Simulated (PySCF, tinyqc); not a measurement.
Starting guesses with DIIS over 6 matrices: SCF starting guesses in the sto-6g basis, for H2, spin multiplicity 1. Computed by the program tinyqc with PySCF. RHF with one setting changed at a time; a run stops when the energy changes by less than 1e-09 hartree and the error matrix is below 1e-5. Starts: the lowest orbitals of the core Hamiltonian, of the Wolfsberg-Helmholz matrix (K = 1.75), projected atomic densities, random orbitals, and the highest orbitals of the core Hamiltonian (a deliberately bad start).

Geometry (angstrom):

| atom | x | y | z |
|---|---|---|---|
| H | 0.0000 | 0.0000 | 0.0000 |
| H | 0.0000 | 0.0000 | 1.3640 |

lowest restricted solution found by these runs and by PySCF = -0.960312 hartree

Largest element of the error matrix X^T (FDS - SDF) X:

| iteration | core | Wolfsberg-Helmholz | atomic densities | random | highest core orbitals |
|---|---|---|---|---|---|
| 1 | 0.0e+00 | 1.4e-16 | 5.5e-17 | 9.2e-02 | 6.7e-17 |
| 2 | 0.0e+00 | 2.3e-16 | 3.5e-16 | 3.2e-01 | 3.0e-16 |
| 3 | - | - | 5.8e-16 | 1.5e-01 | - |
| 4 | - | - | - | 9.7e-02 | - |
| 5 | - | - | - | 6.9e-02 | - |
| 6 | - | - | - | 5.1e-02 | - |
| 8 | - | - | - | 7.6e-04 | - |
| 10 | - | - | - | 7.8e-06 | - |

How each run ends:

| run | iterations | E (hartree) | state |
|---|---|---|---|
| core | 2 | -0.960312 | lowest found |
| Wolfsberg-Helmholz | 2 | -0.960312 | lowest found |
| atomic densities | 3 | -0.960312 | lowest found |
| random | 11 | -0.960312 | lowest found |
| highest core orbitals | 2 | -0.333055 | higher |

What does the comparison show, and why?

4 of 5 runs reach the lowest restricted solution found, in 2 to 11 iterations (fastest: core, Wolfsberg-Helmholz). Ending on a higher stationary point: highest core orbitals; a small error matrix cannot reveal that, and an occupation fixed by the start is kept by symmetry or by the shape of the basin. The first errors are 0e+00, 1e-16, 6e-17, 9e-02, 7e-17. The restricted reference is unstable here: a spin-polarised solution lies 0.0213 hartree lower (PySCF), so results built on it describe a poor reference.
